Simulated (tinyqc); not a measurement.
# Changing the mean composition c0

Model: Cahn-Hilliard equation on a periodic one-dimensional grid. Computed by tinyqc, a small Python program. Command: `OMP_NUM_THREADS=1 python tinyqc.py 3005190 3005191 out.jsonl cahn sweep`. One thread of a shared host (Intel(R) Xeon(R) Processor @ 2.30GHz), about 0.7 s of CPU time with the checks.

Free energy F = h sum_j [A (c_j^2 - 1)^2/4 + (kappa/2) ((c_(j+1) - c_j)/h)^2]; dc/dt = Lap(mu), mu = A (c^3 - c) - kappa Lap(c), Lap(y)_j = (y_(j+1) - 2 y_j + y_(j-1))/h^2, mobility 1; the grid has n = 16 points.

Inputs (values chosen for the exercise, in reduced units):

| quantity | value | unit |
|---|---|---|
| spacing h | 1 | - |
| well depth A | 1.2 | - |
| gradient coefficient kappa | 0.46 | - |
| noise amplitude | 0.1 | - |
| time step dt | 0.056 | - |
| end time | 100 | - |

Scheme: explicit Euler.

random numbers: 0.839  0.695  -0.356  -0.386  0.630  0.946  -0.999  -0.790  0.874  -0.926  -0.895  0.135  -0.919  -0.084  -0.464  -0.891

Method:
- f'' = A (3 c0^2 - 1). Mode m has lambda_m = (4/h^2) sin^2(pi m/n) and the rate w_m = -lambda_m (f'' + kappa lambda_m). In the continuum the fastest wavelength is 2 pi sqrt(2 kappa/|f''|) with the rate f''^2/(4 kappa). Explicit steps near c = +-1, where f'' = 2A, are stable for dt < 2/(16 kappa/h^4 + 8 A/h^2).
- Start: c_j = c0 + amplitude x (z_j - mean of z).
- c(new) = c + dt Lap(mu).
- Run to the end time; break off if |c| exceeds 3 or F has risen by more than 1e-9 in more than 30 steps. Domains = stretches with c > c0.

One run for each value:

| mean composition c0 | fastest wavelength | largest rate | F at the end | f'' |
|---|---|---|---|---|
| -0.36 | 7.0371 | 0.29236 | 1.2756 | -0.73344 |
| -0.24 | 6.0489 | 0.53551 | 2.5199 | -0.99264 |
| -0.12 | 5.6244 | 0.71645 | 1.2741 | -1.14816 |
| 0.00 | 5.5015 | 0.78261 | 2.5348 | -1.20000 |
| 0.12 | 5.6244 | 0.71645 | 2.5268 | -1.14816 |
| 0.24 | 6.0489 | 0.53551 | 2.5289 | -0.99264 |
| 0.36 | 7.0371 | 0.29236 | 1.3037 | -0.73344 |

Describe and explain the trends.

Over the rows, fastest wavelength goes from 7.04 through a minimum among these rows, 5.50 at 0, to 7.04; largest rate goes from 0.292 through a maximum among these rows, 0.783 at 0, to 0.292; F at the end lies between 1.27 and 2.53 without a single trend. The spinodal lies at |c0| = 1/sqrt(3) = 0.577, where the wavelength diverges and the rate vanishes. Left out: -0.480, 0.480 (no mode grows enough within the run).

Extremes, crossings and ranges named in words are read from the listed rows.
